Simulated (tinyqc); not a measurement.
Model-solid line-up of a strained alloy layer on a substrate: sweeps and comparisons. A value that a table varies takes the place of the one given here.

All values of the alloy are linear in x but the gap, Eg(x) = (1 - x) Eg_A + x Eg_B - C x (1 - x), and the valence edge, Ev(x) = (1 - x) Ev_A + x Ev_B + fv C x (1 - x); Ec = Ev + Eg. Ev is the top of the unstrained valence band on a scale common to all materials. In the layer only the Gamma valley of the conduction band is followed, also where an X or L valley would lie lower.

Coherent growth on a (111) face: e_par = (a_s - a)/a, e_perp = -(2 C11 + 4 C12 - 4 C44)/(C11 + 2 C12 + 4 C44) e_par; exx = eyy = ezz = (2 e_par + e_perp)/3 and exy = eyz = ezx = (e_perp - e_par)/3.

Strained edges: Ec + ac tr(e); the valence edges are Ev plus the levels of the 6 x 6 matrix of X, Y, Z times spin with -Dso/3 + l exx + m (eyy + ezz) on the diagonal (cyclic), n exy off it, l = av + 2 b, m = av - b, n = sqrt(3) d. Spin-orbit term (Dso/3) L.sigma on X, Y, Z with (L_k)_ij = -i epsilon_kij: <X+|H|Y+> = -i Dso/3, <X+|H|Z-> = Dso/3, <Y+|H|Z-> = -i Dso/3, <Z+|H|X-> = -Dso/3, <Z+|H|Y-> = i Dso/3, <X-|H|Y-> = i Dso/3, and their conjugates; + and - are the spin along z.

dEc = Ec(substrate) - Ec(layer), dEv = Ev(layer) - Ev(substrate); positive values confine the carrier in the layer. Type I: both of one sign; type II: opposite signs; type III: the gaps do not overlap.

Coherent growth: e_par = (a_s - a)/a. (001): e_perp = -2 (C12/C11) e_par; exx = eyy = e_par, ezz = e_perp, no shear. (111): e_perp = -(2 C11 + 4 C12 - 4 C44)/(C11 + 2 C12 + 4 C44) e_par; exx = eyy = ezz = (2 e_par + e_perp)/3 and exy = eyz = ezx = (e_perp - e_par)/3. (110): e_perp = -(C11 + 3 C12 - 2 C44)/(C11 + C12 + 2 C44) e_par; exx = eyy = (e_par + e_perp)/2, ezz = e_par, exy = (e_perp - e_par)/2, eyz = ezx = 0.

Values chosen for the exercise (A near GaAs, B near InAs, substrate near InP; the results hold for these values, not for the real material): a = (5.651, 6.05) angstrom (lattice constant of A, B); Eg = (1.52, 0.413) eV (gap at Gamma to the s-like level of A, B); Dso = (0.342, 0.393) eV (spin-orbit splitting of A, B); Ev = (-0.79, -0.59) eV (top of the unstrained valence band of A, B); ac = (-7.12, -5.1) eV (conduction deformation potential of A, B); av = (1.15, 1.01) eV (valence hydrostatic potential of A, B); b = (-2.02, -1.82) eV (tetragonal shear potential of A, B); d = (-4.86, -3.63) eV (trigonal shear potential of A, B); C11 = (121.6, 82.1) GPa (of A, B); C12 = (56, 44.7) GPa (of A, B); C44 = (60.5, 39.3) GPa (of A, B); C = 0.565 eV (bowing of the gap); fv = 0.3 (share of the bowing taken by the valence edge); a_s = 5.864 angstrom (substrate); Eg_s = 1.435 eV (lowest gap of the substrate); Ev_s = -0.93 eV (substrate valence edge); face = 111 (growth face); x = 0.37 (fraction of B).

## Composition against offsets

Each composition is strained to the same substrate.

Results:

| x | e_par (%) | relaxed gap (eV) | strained gap (eV) | valence splitting (meV) | dEc (eV) | dEv (eV) | type |
|---|---|---|---|---|---|---|---|
| 0.11 | 2.97 | 1.343 | 0.806 | 295 | 0.225 | 0.405 | I |
| 0.23 | 2.11 | 1.165 | 0.805 | 196 | 0.266 | 0.364 | I |
| 0.36 | 1.20 | 0.991 | 0.801 | 102 | 0.307 | 0.327 | I |
| 0.48 | 0.37 | 0.848 | 0.793 | 28 | 0.343 | 0.299 | I |
| 0.61 | -0.52 | 0.710 | 0.745 | 35 | 0.377 | 0.313 | I |
| 0.73 | -1.32 | 0.601 | 0.684 | 80 | 0.406 | 0.345 | I |
| 0.86 | -2.17 | 0.500 | 0.628 | 116 | 0.433 | 0.374 | I |
| 0.98 | -2.95 | 0.424 | 0.588 | 140 | 0.454 | 0.394 | I |

The alloy matches the substrate at x = 0.534, where the top valence edge changes its character and the splitting passes through zero. The strained gap runs from 0.806 to 0.588 eV, against 1.343 to 0.424 eV for the relaxed alloy: strain takes back part of the change that the composition makes. Strains above 2 % can be kept only in layers of a few nanometres. The line-up is type I throughout, with the layer as the well.

## The same layer on three faces

Composition and substrate are kept.

Results:

| face | e_perp (%) | tr(e) (%) | shift of Ec (meV) | shift of Ev (meV) | valence splitting (meV) | gap (eV) |
|---|---|---|---|---|---|---|
| (001) | -1.092 | 1.163 | -74.1 | 65.0 | 95.4 | 0.8396 |
| (111) | -0.564 | 1.691 | -107.8 | 70.5 | 95.0 | 0.8004 |
| (110) | -0.671 | 1.584 | -100.9 | 69.6 | 95.2 | 0.8082 |

The layer yields most along the normal on (001) and least on (111), so the volume change, and with it the shift of Ec, is largest on (111). The valence splitting, set by b on (001), by d on (111) and by both on (110), is largest on (001). The gaps span 39 meV, from (111) to (001).

## What each parameter does

Strained gap, valence splitting and offsets. Each row changes one parameter from the base and keeps the others.

Results:

| case | gap (eV) | splitting (meV) | dEc (eV) | dEv (eV) |
|---|---|---|---|---|
| base | 0.8004 | 95.0 | 0.3105 | 0.3240 |
| x = 0.39 | 0.7994 | 82.0 | 0.3166 | 0.3190 |
| a_s = 5.844 angstrom | 0.8567 | 64.2 | 0.2776 | 0.3008 |
| C = 0.665 eV | 0.7771 | 95.0 | 0.3269 | 0.3310 |
| fv = 0.5 | 0.8004 | 95.0 | 0.2842 | 0.3504 |
| Ev_s = -0.88 eV | 0.8004 | 95.0 | 0.3605 | 0.2740 |
| av = (1.322, 1.162) eV | 0.7976 | 95.0 | 0.3105 | 0.3268 |
| d = (-5.589, -4.174) eV | 0.7913 | 110.5 | 0.3105 | 0.3331 |
| b = (-2.323, -2.093) eV | 0.8004 | 95.0 | 0.3105 | 0.3240 |

The largest shifts from the base row, up to three for each result and ties (the steps differ in size, so this ranks the rows, not the parameters). gap (eV): a_s +0.0563, C -0.0233, d -0.0091; unchanged at the printed digits by fv, Ev_s and b. splitting (meV): a_s -30.8, d +15.5, x -13.0; unchanged at the printed digits by C, fv, Ev_s, av and b. dEc (eV): Ev_s +0.0500, a_s -0.0330, fv -0.0263; unchanged at the printed digits by av, d and b. dEv (eV): Ev_s -0.0500, fv +0.0263, a_s -0.0233; unchanged at the printed digits by b.

tinyqc: `OMP_NUM_THREADS=1 python tinyqc.py 1080358 1080359 out.jsonl`; about 0.02 s, one thread, shared Intel(R) Xeon(R) Processor @ 2.30GHz.
